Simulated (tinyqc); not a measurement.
# Hot electrons in a saturated n-channel MOSFET, lucky-electron model: effects of single changes

Beyond pinch-off the lateral field grows as Esat cosh(y/l) over the velocity-saturated region (pseudo-two-dimensional model). Impact ionisation in this region gives the substrate current, which biases the body forward through Rsub. Currents are per width. Local-field laws: they overstate ionisation when the field peak is narrower than an energy relaxation length.

Inputs (values chosen for the exercise); values close to those of silicon n-channel devices: channel length L = 0.5 um; oxide thickness tox = 11 nm; junction depth xj = 180 nm; threshold VT = 0.7 V; effective mobility mu = 380 cm^2/(V s); saturation velocity vs = 9.1e6 cm/s; ionisation prefactor Ai = 2e6 1/cm; ionisation field Bi = 1.85 MV/cm; resistance of the lightly doped drain Rd = 200 ohm um; substrate resistance Rsub = 11000 ohm um; fall of VT per volt of forward body bias kb = 0.4; lifetime exponent m = 2.7; lifetime constant Hl = 1800 s uA/um; drain voltage Vd = 3.7 V; gate voltage Vg = 2.2 V.

Constants: eps0 = 8.8541878128e-14 F/cm where lengths are in cm. Results are converted to the units shown.

Each table varies one quantity; the others keep the values above.

## Effect of the oxide thickness

Cox = 3.9 eps0/tox, l = sqrt(3 tox xj), Esat = 2 vs/mu. Overdrive g = Vg - VT + kb Vb; Vdsat = g Esat L/(g + Esat L); Id = Cox vs (g - Vdsat); dV = Vd - Id Rd - Vdsat; Em = sqrt((dV/l)^2 + Esat^2); Isub = Id (Ai/Bi) l Em exp(-Bi/Em). Vb = Rsub Isub is solved self-consistently. Lifetime tau = (Hl/Id)(Isub/Id)^(-m); 1 year = 3.15576e7 s.

Effect of the oxide thickness:
```
tox (nm)  Id (uA/um)  Em (MV/cm)  Isub (uA/um)    Isub/Id  tau (years)
6.1           323.89     0.46991        18.422   0.056877    4.0500e-4
7.6           249.78     0.42603        9.5848   0.038374    0.0015196
9.4           197.60     0.38618        4.8829   0.024711    0.0063035
12            152.80     0.34418        2.1192   0.013869     0.038773
14            130.41     0.31984        1.2060  0.0092481      0.13568
18            101.07     0.28369       0.44979  0.0044504       1.2615
22            82.591     0.25779       0.19177  0.0023220       8.9416
```

As tox goes from 6.1 to 22 nm, Em falls from 0.470 to 0.258 MV/cm, Isub falls from 18.4 to 0.192 uA/um and tau rises from 4.05e-4 to 8.94 years. From the first row to the last, log10(tau) changes by 4.3: 3.8 from (Isub/Id)^(-m), which holds Em and l, and 0.59 from 1/Id.

## Effect of the drain voltage

Same model as above.

Result of one run:
```
Vd (V)  Id (uA/um)  Em (MV/cm)  Isub (uA/um)   Isub/Id  tau (years)
3.07         165.4      0.2784        0.4992  0.003018        2.200
```

What becomes of these results when the drain voltage Vd is changed from 3.07 to 2.81 V, all else the same?

Result of the changed run:
```
Vd (V)  Id (uA/um)  Em (MV/cm)  Isub (uA/um)   Isub/Id  tau (years)
2.81         165.2      0.2453        0.1792  0.001085        34.87
```

The whole series:
```
Vd (V)  Id (uA/um)  Em (MV/cm)  Isub (uA/um)   Isub/Id  tau (years)
2.3          165.0      0.1809      0.009018  5.464e-5      1.115e5
2.56         165.1      0.2136       0.05096  3.087e-4         1039
2.81         165.2      0.2453        0.1792  0.001085        34.87
3.07         165.4      0.2784        0.4992  0.003018        2.200
3.33         165.9      0.3116         1.136  0.006846       0.2402
3.59         166.8      0.3447         2.235   0.01340      0.03898
3.84         168.1      0.3764         3.869   0.02302     0.008974
4.1          170.0      0.4094         6.318   0.03716     0.002434
```

As Vd goes from 2.3 to 4.1 V, Em rises from 0.181 to 0.409 MV/cm, Isub rises from 0.00902 to 6.32 uA/um and tau falls from 1.11e5 to 0.00243 years. The slope of ln(tau) against 1/Vd is 106 V between the first two rows and 79.0 V between the last two; ten years are last met at Vd = 2.81 V among the rows. For Vd = 2.3 to 2.56 V tau is a far extrapolation that only says that hot carriers are no limit.

## Effect of the channel length

Same model as above.

Result of one run:
```
L (um)  Id (uA/um)  Em (MV/cm)  Isub (uA/um)   Isub/Id  tau (years)
2            58.15      0.3138        0.4183  0.007193       0.5997
```

What becomes of these results when the channel length L is changed from 2 to 0.71 um, all else the same?

Result of the changed run:
```
L (um)  Id (uA/um)  Em (MV/cm)  Isub (uA/um)  Isub/Id  tau (years)
0.71         132.3      0.3445         1.766  0.01335      0.04968
```

The whole series:
```
L (um)  Id (uA/um)  Em (MV/cm)  Isub (uA/um)   Isub/Id  tau (years)
0.25         245.3      0.3895         6.889   0.02809     0.003593
0.35         206.5      0.3744         4.600   0.02227     0.007982
0.5          167.3      0.3587         2.876   0.01719      0.01983
0.71         132.3      0.3445         1.766   0.01335      0.04968
1            102.8      0.3323         1.087   0.01058       0.1197
1.4          78.62      0.3223        0.6788  0.008635       0.2709
2            58.15      0.3138        0.4183  0.007193       0.5997
```

As L goes from 0.25 to 2 um, Em falls from 0.390 to 0.314 MV/cm, Isub falls from 6.89 to 0.418 uA/um and tau rises from 0.00359 to 0.600 years. From the first row to the last, log10(tau) changes by 2.2: 1.6 from (Isub/Id)^(-m), which holds Em and l, and 0.63 from 1/Id. For L = 0.25 to 0.35 um the saturated region takes over 60 % of L, so using the full L in Vdsat is rough.

Computed by the program tinyqc: `OMP_NUM_THREADS=1 python tinyqc.py 2550074 2550075 out.jsonl`, one thread of a shared Intel Xeon 2.30GHz, about 0.01 s for the whole run.
